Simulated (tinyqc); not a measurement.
Binding against position: donor or exciton in a quantum well (variational effective-mass method). Computed by tinyqc, a small Python program. Command: `OMP_NUM_THREADS=1 python tinyqc.py 3026644 3026645 out.jsonl welldonor walk`. One thread of a shared host (Intel(R) Xeon(R) Processor @ 2.30GHz), about 0.05 s of CPU time with the checks.

H = -nabla^2 - 2/|r - r_i| + V(z) in effective units; trial function psi = f(z) exp(-|r - r_i|/lambda), f the ground state of the well. Mass and screening are the same in well and barrier; l = L/a* is the width in effective units. Bands are flat: no polarisation or applied field.

Inputs (values chosen for the exercise, modelled on beta-Ga2O3): electron mass m = 0.28 m_0; dielectric constant eps = 10.3; well width L = 1.5 nm.

Centre: donor. Barriers: infinite.

Constants: Ry = 13.605693123 eV; a_0 = 0.529177210903 angstrom.

Method:
- Ry* = Ry m/eps^2, a* = a_0 eps/m; l = L/a*.
- k = pi/l; f = cos(k z) inside and zero outside; subband energy k^2 Ry*.
- Binding E_b(lambda) = -1/lambda^2 + 4 A/(lambda B), with A = int f^2 exp(-2 s/lambda) dz, B = int f^2 exp(-2 s/lambda)(1 + 2 s/lambda) dz and s = |z - z_i|; 40 Gauss-Legendre points on each piece between the walls at z = -l/2 and l/2 and z_i.
- Each row maximises over lambda (golden section, 0.3 to 4).

l = 0.770568

Ry* = 35.9091 meV

Against position:
```
z_i/L  lambda (a*)  binding (Ry*)  binding (meV)
0.0         0.7646         2.4430         87.728
0.1         0.7834         2.3585         84.692
0.2         0.8424         2.1369         76.734
0.3         0.9426         1.8583         66.729
0.4         1.0700         1.6022         57.535
0.5         1.1988         1.4039         50.414
```

What does the comparison show, and why?

From the centre to the wall the binding falls from 87.728 to 50.414 meV, 57 % of the centre value, since the walls keep the electron away from an off-centre ion; uniform doping thus gives a band of levels 37.314 meV wide, with a peak in its density at the centre value, where the slope vanishes. Caution: so narrow a well has large confinement energy, where non-parabolicity and barrier penetration matter.

Extremes, crossings and ranges named in words are read from the listed rows.
